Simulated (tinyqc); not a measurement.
# Offset from the accumulated charge

Inverse problem. Layer 1 (x < 0) accumulates electrons and layer 2 (x > 0) is depleted. Boltzmann statistics. Sheet densities from the first integral: Q1 = sqrt((2 eps0 eps_r Vt N1/q)(exp(u1) - u1 - 1)) extra electrons, Q2 = sqrt((2 eps0 eps_r Vt N2/q)(exp(-u2) + u2 - 1)) missing ones, u = V/Vt; neutrality Q1 = Q2 + si. V1 + V2 = dE + Vt ln[(N2/Nc2)/(N1/Nc1)]. Find V1, V2 and dE.

Inputs (values chosen for the exercise); values of the order of III-V alloys:
- T = 200 K (temperature)
- eps_r = 12.5 (relative permittivity of both layers)
- Nc1 = 3e17 cm^-3 (density of states of the narrow-gap layer 1)
- Nc2 = 1.4e18 cm^-3 (density of states of the wide-gap layer 2)
- N1 = 5.1e15 cm^-3 (donor density in layer 1)
- N2 = 3.6e16 cm^-3 (donor density in layer 2)
- si = 0 cm^-2 (fixed charge at the interface)

Constants: q = 1.602176634e-19 C, kB = 1.380649e-23 J/K, Vt = kB T/q, eps0 = 8.8541878128e-14 F/cm where lengths are in cm. Results are converted to the units shown.

Q1 = 2.5413078e11 cm^-2

Solution. Each sheet density rises steadily with its bending, so Q1 fixes V1 and Q2 = Q1 - si fixes V2.

V1 = 0.07005 V
V2 = 0.1471 V
dE = 0.2100 eV

Numbers from tinyqc (`OMP_NUM_THREADS=1 python tinyqc.py 2410047 2410048 out.jsonl`; about 0.08 s on one thread of a shared Intel Xeon 2.30GHz).
